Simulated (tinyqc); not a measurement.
# Free and trapped electrons in a MOS channel with a dense trap tail: two studies

p-type body, charge-sheet picture, full ionisation (an idealisation for deep acceptors), Boltzmann statistics for free electrons. e = Ec - EF at the surface. Acceptor-like traps of density D(E) = D0 + De exp(-E/Ew) at depth E below Ec, from 0 to Eu, hold n_t = integral of D(E)/(1 + exp((e - E)/Vt)). psi = Eg - Vt ln(Nv/Na) - e; N_dep = sqrt(2 eps0 eps_r Na (psi - Vt)/q); n_f = sqrt(N_dep^2 + 2 eps0 eps_r Vt Nc exp(-e/Vt)/q) - N_dep; Vg = Vfb + psi + q (N_dep + n_t + n_f)/Cox, Cox = eps0 eox/tox.

Inputs (values chosen for the exercise); band and dielectric values close to those of 4H silicon carbide: temperature T = 475 K; band gap Eg = 3.29 eV; relative permittivity eps_r = 9.78; conduction-band density of states at T Nc = 3.43e19 cm^-3; valence-band density of states at T Nv = 4.9e19 cm^-3; relative permittivity of the insulator eox = 3.9; insulator thickness tox = 40 nm; acceptor density Na = 3.1e16 cm^-3; flat-band voltage without trapped charge Vfb = -2.2 V; constant background density of acceptor-like traps D0 = 1.2e11 cm^-2 eV^-1; density of the tail at the conduction edge De = 3.6e13 cm^-2 eV^-1; decay energy of the tail Ew = 0.1 eV; depth below Ec down to which the traps reach Eu = 0.96 eV; mobility of free electrons mf = 65 cm^2/(V s).

Constants: q = 1.602176634e-19 C, kB = 1.380649e-23 J/K, Vt = kB T/q, eps0 = 8.8541878128e-14 F/cm where lengths are in cm. Results are converted to the units shown.

Each table varies one quantity; the others keep the values above.

## Free and trapped charge against gate voltage

Free share n_f/(n_f + n_t); swing ln 10 n_f/(dn_f/dVg); field-effect mobility mf q (dn_f/dVg)/Cox, for a constant mf; oxide field q (N_dep + n_t + n_f)/(eps0 eox).

Free and trapped charge against gate voltage:

| Vg (V) | e (eV) | n_f (cm^-2) | n_t (cm^-2) | free share (%) | swing (mV/decade) | field-effect mobility (cm^2/(V s)) | oxide field (MV/cm) |
|---|---|---|---|---|---|---|---|
| 1.8 | 0.6789 | 5.448e5 | 3.892e10 | 0.001400 | 159.8 | 9.472e-4 | 0.4226 |
| 2.8 | 0.3059 | 4.570e9 | 3.032e11 | 1.485 | 561.4 | 2.261 | 0.5793 |
| 3.7 | 0.2083 | 4.762e10 | 6.753e11 | 6.587 | 1371 | 9.652 | 0.7800 |
| 4.7 | 0.1553 | 1.628e11 | 1.061e12 | 13.30 | 2534 | 17.84 | 1.017 |
| 5.6 | 0.1247 | 3.183e11 | 1.369e12 | 18.86 | 3746 | 23.60 | 1.234 |
| 6.6 | 0.09956 | 5.355e11 | 1.673e12 | 24.25 | 5198 | 28.61 | 1.478 |
| 7.5 | 0.08137 | 7.633e11 | 1.917e12 | 28.48 | 6549 | 32.38 | 1.698 |
| 8.5 | 0.06428 | 1.047e12 | 2.159e12 | 32.66 | 8062 | 36.09 | 1.944 |
| 9.4 | 0.05086 | 1.328e12 | 2.354e12 | 36.07 | 9421 | 39.16 | 2.166 |

Read the table: what changes, and by how much?

n_f reaches 1e11 cm^-2 at Vg = 4.23 V, against 2.59 V without traps. The free share rises from 0.00140 to 36.1 % and the field-effect mobility rises from 9.47e-4 to 39.2 cm^2/(V s), although mf = 65 is constant: in the last row 60.2 % of Cox dVg goes into free electrons. The swing in the first row is 160 mV a decade (Vt ln 10 = 94.3). For Vg = 7.5, 8.5, 9.4 EF lies less than 2 Vt below the band edge, or above it, where degeneracy and confinement, left out, matter.

## Effect of the decay energy of the tail

VT is the Vg for n_f = 1e11 cm^-2; swing ln 10 n_f/(dn_f/dVg) at n_f = 1e8 cm^-2; the last three columns are for Vg = VT + 3.2 V, with free share n_f/(n_f + n_t) and field-effect mobility mf q (dn_f/dVg)/Cox; there EF is near the band edge, where Boltzmann statistics are rough.

Result of one run:

| Ew (eV) | e at VT (eV) | VT (V) | q n_t/Cox at VT (V) | swing (mV/decade) | n_f (cm^-2) | free share (%) | field-effect mobility (cm^2/(V s)) |
|---|---|---|---|---|---|---|---|
| 0.03 | 0.1767 | 2.835 | 0.2492 | 149.2 | 1.347e12 | 72.09 | 51.01 |

What becomes of these results when the decay energy of the tail Ew is changed from 0.03 to 0.13 eV, all else the same?

Result of the changed run:

| Ew (eV) | e at VT (eV) | VT (V) | q n_t/Cox at VT (V) | swing (mV/decade) | n_f (cm^-2) | free share (%) | field-effect mobility (cm^2/(V s)) |
|---|---|---|---|---|---|---|---|
| 0.13 | 0.1767 | 5.344 | 2.758 | 361.2 | 6.284e11 | 19.34 | 27.52 |

The whole series:

| Ew (eV) | e at VT (eV) | VT (V) | q n_t/Cox at VT (V) | swing (mV/decade) | n_f (cm^-2) | free share (%) | field-effect mobility (cm^2/(V s)) |
|---|---|---|---|---|---|---|---|
| 0.03 | 0.1767 | 2.835 | 0.2492 | 149.2 | 1.347e12 | 72.09 | 51.01 |
| 0.05 | 0.1767 | 3.024 | 0.4387 | 151.4 | 1.112e12 | 56.19 | 44.15 |
| 0.07 | 0.1767 | 3.386 | 0.8007 | 164.9 | 9.294e11 | 42.62 | 38.53 |
| 0.09 | 0.1767 | 3.912 | 1.327 | 201.9 | 7.963e11 | 32.24 | 34.00 |
| 0.11 | 0.1767 | 4.575 | 1.989 | 268.0 | 6.996e11 | 24.71 | 30.39 |
| 0.13 | 0.1767 | 5.344 | 2.758 | 361.2 | 6.284e11 | 19.34 | 27.52 |
| 0.15 | 0.1767 | 6.193 | 3.608 | 476.1 | 5.747e11 | 15.49 | 25.22 |
| 0.17 | 0.1767 | 7.101 | 4.515 | 606.4 | 5.335e11 | 12.70 | 23.35 |

As Ew goes from 0.03 to 0.17, VT rises from 2.84 to 7.10 V, its part due to traps rises from 0.249 to 4.51 V, the swing rises from 149 to 606 mV/decade and the field-effect mobility falls from 51.0 to 23.4 cm^2/(V s).

Program tinyqc, `OMP_NUM_THREADS=1 python tinyqc.py 2222020 2222021 out.jsonl`; Intel Xeon 2.30GHz, shared host, one thread, about 0.02 s.
